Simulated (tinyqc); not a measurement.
Gate-all-around wire with two subbands, quantum capacitance: two steps of the calculation.

phi is the Fermi level above the lowest subband edge, in volts; Vg is counted from the gate voltage at which an empty wire would have phi = 0. Both directions of motion are filled (equilibrium).

Parameters, values chosen for the exercise: temperature T = 400 K; relative permittivity of the gate insulator (close to zirconium oxide) eox = 24.9; insulator thickness tox = 6.9 nm; mass along the wire md = 0.27 m0; valley degeneracy gv = 4; second subband above the first E2 = 0.2 eV; orbital degeneracy of the second subband g2 = 2; radius of the wire rw = 2.7 nm.

Constants: q = 1.602176634e-19 C, kB = 1.380649e-23 J/K, hbar = 1.054571817e-34 J s, m0 = 9.1093837015e-31 kg, Vt = kB T/q, eps0 = 8.8541878128e-14 F/cm where lengths are in cm. Results are converted to the units shown.

Question 1. Gate capacitance. Cox = 2 pi eps0 eox/ln(1 + tox/rw) per length.

Wanted: Cox.

Answer 1.

Cox = 10.92 pF/cm

Question 2. Charge and capacitances at the solution. N1 = gv sqrt(2 md m0 kB T/(pi hbar^2)); n1 = N1 F(phi/Vt), n2 = g2 N1 F((phi - E2)/Vt), n = n1 + n2, F(e) = (1/sqrt(pi)) int_0^infinity u^(-1/2) du/(1 + exp(u - e)); Cq = q dn/dphi = (q N1/Vt) [F'(phi/Vt) + g2 F'((phi - E2)/Vt)]. 1/C_G = 1/Cox + 1/(Cq); dphi/dVg = Cox/(Cox + Cq).

converged phi = 0.24763770 V
Cox = 10.920276 pF/cm

Give: n; Cq; C_G; dphi/dVg.

Answer 2.

n = 6.0141e7 cm^-1
Cq = 57.188 pF/cm
C_G = 9.1693 pF/cm
dphi/dVg = 0.16034

Cq is 5.24 times Cox, so C_G is 84.0 % of Cox; 21.9 % of the gate voltage has gone into phi.

Computed by the program tinyqc: `OMP_NUM_THREADS=1 python tinyqc.py 2200005 2200006 out.jsonl`, one thread of a shared Intel Xeon 2.30GHz, about 0.01 s for the whole run.
